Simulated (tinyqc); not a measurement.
Deal-Grove kinetics of thermal oxidation of silicon: one step, computed by the program tinyqc.

Oxidant diffuses through the oxide and reacts at the interface, so that dx/dt = B/(A + 2x) for the oxide thickness x.

Problem. Rate constants. B = B0 p exp(-E_B/(k_B T)), B/A = (B/A)0 p^m exp(-E_A/(k_B T)), p in atm; A = B/(B/A). Temperatures in kelvin are T(C) + 273.15.

Inputs (values chosen for the exercise, close to those used for silicon): prefactor B0 = 384 um^2/h; activation energy E_B = 0.778 eV; prefactor (B/A)0 = 8.79e+07 um/h; activation energy E_A = 2.06 eV; temperature T = 875 C; oxidant pressure p = 0.1 atm; pressure exponent m of B/A = 1.

Ambient: steam. Surface: (100).

Constants: k_B = 8.617333262e-05 eV/K.

Give: parabolic constant B; linear constant B/A; length A.

Solution.

parabolic constant B = 0.01477 um^2/h

linear constant B/A = 0.007974 um/h

length A = 1.852 um

Reaction at the interface limits growth while x is well below A/2 = 0.926 um, diffusion once x is well above it.
